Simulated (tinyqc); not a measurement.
LDA (PW92) atom on a uniform radial grid, spin-unpolarised, for B(2+), step by step. Computed by tinyqc, a small Python program that keeps every step. Settings: Z = 5, points = 64, R = 5.8, functional = lda,pw, mixing = 0.2, iteration cap = 74. Command: `OMP_NUM_THREADS=1 python tinyqc.py 28318 28319 out.jsonl` (the two numbers bound the seeds that draw the settings). One thread of a shared host (Intel(R) Xeon(R) Processor @ 2.60GHz), about 0.1 s of CPU time with the checks. Later iterations appear only in the table of the cycle.

## Iteration 1

Spherical atom on a uniform radial grid r_j = j h with h = R/(N + 1), h sum u^2 = 1 and integrals as h times sums, u(0) = u(R) = 0 (atomic units):

| parameter | value |
|---|---|
| Z | 5 |
| points N | 64 |
| R | 5.800000 |
| h | 0.089231 |
| mixing | 0.200000 |
| electrons in 1s | 2 |
| electrons in 2s | 1 |

Three-point differences turn -u''/2 + [l(l+1)/2r^2 - Z/r + V] u = e u into a tridiagonal matrix (diagonal 1/h^2 + potential, off-diagonal -1/2h^2). D = sum f u^2; the Hartree potential y/r solves y'' = -D/r with y(0) = 0, y(R) = N_e; v_xc comes from rho = D/(4 pi r^2); E = sum f e - int D V + int D (V_H/2 + eps_xc); V(new) = V + mixing (V_H + v_xc - V).

eigenvalues (hartree): 1s -11.93310, 2s -3.08706

Every 4th grid point:

| r | V in | u(1s) | u(2s) | D | V_H | v_xc |
|---|---|---|---|---|---|---|
| 0.35692 | 0.00000 | 1.35192 | 0.15217 | 3.67854 | 6.13088 | -1.38621 |
| 0.71385 | 0.00000 | 0.47927 | -0.72168 | 0.98023 | 3.68920 | -0.59067 |
| 1.07077 | 0.00000 | 0.12743 | -0.97123 | 0.97577 | 2.65926 | -0.45896 |
| 1.42769 | 0.00000 | 0.03012 | -0.82302 | 0.67917 | 2.06396 | -0.34429 |
| 1.78462 | 0.00000 | 0.00667 | -0.57344 | 0.32892 | 1.67187 | -0.24130 |
| 2.14154 | 0.00000 | 0.00142 | -0.35771 | 0.12796 | 1.39873 | -0.16283 |
| 2.49846 | 0.00000 | 0.00029 | -0.20772 | 0.04315 | 1.20026 | -0.10733 |
| 2.85538 | 0.00000 | 0.00006 | -0.11471 | 0.01316 | 1.05054 | -0.06952 |
| 3.21231 | 0.00000 | 1.19e-05 | -0.06103 | 0.00372 | 0.93389 | -0.04435 |
| 3.56923 | 0.00000 | 2.34e-06 | -0.03154 | 0.00100 | 0.84051 | -0.02790 |
| 3.92615 | 0.00000 | 4.55e-07 | -0.01593 | 0.00025 | 0.76411 | -0.01732 |
| 4.28308 | 0.00000 | 8.81e-08 | -0.00789 | 0.00006 | 0.70043 | -0.01061 |
| 4.64000 | 0.00000 | 1.69e-08 | -0.00383 | 1.46e-05 | 0.64655 | -0.00641 |
| 4.99692 | 0.00000 | 3.23e-09 | -0.00179 | 3.22e-06 | 0.60037 | -0.00378 |
| 5.35385 | 0.00000 | 6.03e-10 | -0.00075 | 5.61e-07 | 0.56034 | -0.00207 |
| 5.71077 | 0.00000 | 6.55e-11 | -0.00013 | 1.71e-08 | 0.52532 | -0.00064 |

total energy = -21.5730388 hartree

## Iteration 2

As before.

eigenvalues (hartree): 1s -10.87412, 2s -2.63334

Every 4th grid point:

| r | V in | u(1s) | u(2s) | D | V_H | v_xc |
|---|---|---|---|---|---|---|
| 0.35692 | 0.94893 | 1.35396 | 0.17001 | 3.69529 | 6.05255 | -1.38822 |
| 0.71385 | 0.61971 | 0.50174 | -0.65550 | 0.93316 | 3.64930 | -0.58171 |
| 1.07077 | 0.44006 | 0.14100 | -0.94105 | 0.92534 | 2.63661 | -0.45152 |
| 1.42769 | 0.34393 | 0.03542 | -0.84241 | 0.71217 | 2.05398 | -0.34931 |
| 1.78462 | 0.28612 | 0.00837 | -0.61966 | 0.38412 | 1.66823 | -0.25288 |
| 2.14154 | 0.24718 | 0.00190 | -0.40827 | 0.16669 | 1.39756 | -0.17625 |
| 2.49846 | 0.21859 | 0.00042 | -0.25059 | 0.06279 | 1.19992 | -0.12004 |
| 2.85538 | 0.19620 | 0.00009 | -0.14637 | 0.02142 | 1.05045 | -0.08042 |
| 3.21231 | 0.17791 | 1.95e-05 | -0.08243 | 0.00679 | 0.93386 | -0.05314 |
| 3.56923 | 0.16252 | 4.11e-06 | -0.04513 | 0.00204 | 0.84051 | -0.03468 |
| 3.92615 | 0.14936 | 8.60e-07 | -0.02416 | 0.00058 | 0.76410 | -0.02237 |
| 4.28308 | 0.13796 | 1.78e-07 | -0.01268 | 0.00016 | 0.70043 | -0.01425 |
| 4.64000 | 0.12803 | 3.68e-08 | -0.00651 | 4.24e-05 | 0.64655 | -0.00895 |
| 4.99692 | 0.11932 | 7.54e-09 | -0.00322 | 1.03e-05 | 0.60037 | -0.00548 |
| 5.35385 | 0.11166 | 1.51e-09 | -0.00140 | 1.96e-06 | 0.56034 | -0.00309 |
| 5.71077 | 0.10494 | 1.72e-10 | -0.00025 | 6.23e-08 | 0.52532 | -0.00097 |

total energy = -21.7312526 hartree

## Convergence

Stop when input and output potentials agree to 1e-7.

Course of the cycle (hartree):

| iteration | E | e(1s) | e(2s) | largest \|V(out) - V(in)\| |
|---|---|---|---|---|
| 1 | -21.5730388 | -11.93310 | -3.08706 | 7.10e+00 |
| 2 | -21.7312526 | -10.87412 | -2.63334 | 5.50e+00 |
| 3 | -21.8334561 | -10.05330 | -2.28906 | 4.25e+00 |
| 4 | -21.8987311 | -9.41703 | -2.02659 | 3.29e+00 |
| 5 | -21.9400151 | -8.92378 | -1.82561 | 2.53e+00 |
| 6 | -21.9659109 | -8.54140 | -1.67108 | 1.95e+00 |
| 7 | -21.9820439 | -8.24497 | -1.55184 | 1.50e+00 |
| 8 | -21.9920396 | -8.01519 | -1.45953 | 1.16e+00 |
| 9 | -21.9982058 | -7.83707 | -1.38788 | 8.91e-01 |
| 10 | -22.0019971 | -7.69902 | -1.33214 | 6.85e-01 |
| 11 | -22.0043225 | -7.59202 | -1.28869 | 5.26e-01 |
| ... | ... | ... | ... | ... |
| 64 | -22.0079871 | -7.22401 | -1.13187 | 8.62e-07 |
| 65 | -22.0079871 | -7.22401 | -1.13187 | 6.81e-07 |
| 66 | -22.0079871 | -7.22401 | -1.13187 | 5.39e-07 |
| 67 | -22.0079871 | -7.22401 | -1.13187 | 4.26e-07 |
| 68 | -22.0079871 | -7.22401 | -1.13187 | 3.37e-07 |
| 69 | -22.0079871 | -7.22401 | -1.13187 | 2.67e-07 |
| 70 | -22.0079871 | -7.22401 | -1.13187 | 2.11e-07 |
| 71 | -22.0079871 | -7.22401 | -1.13187 | 1.67e-07 |
| 72 | -22.0079871 | -7.22401 | -1.13187 | 1.32e-07 |
| 73 | -22.0079871 | -7.22401 | -1.13187 | 1.04e-07 |
| 74 | -22.0079871 | -7.22401 | -1.13187 | 8.23e-08 |

Converged in 74 iterations. A uniform grid resolves the cusp poorly: for a bare nucleus this grid gives 1s at -11.93310 against -Z^2/2 = -12.5 hartree. Before convergence this energy mixes input and output and is not variational, so it may rise towards its limit.
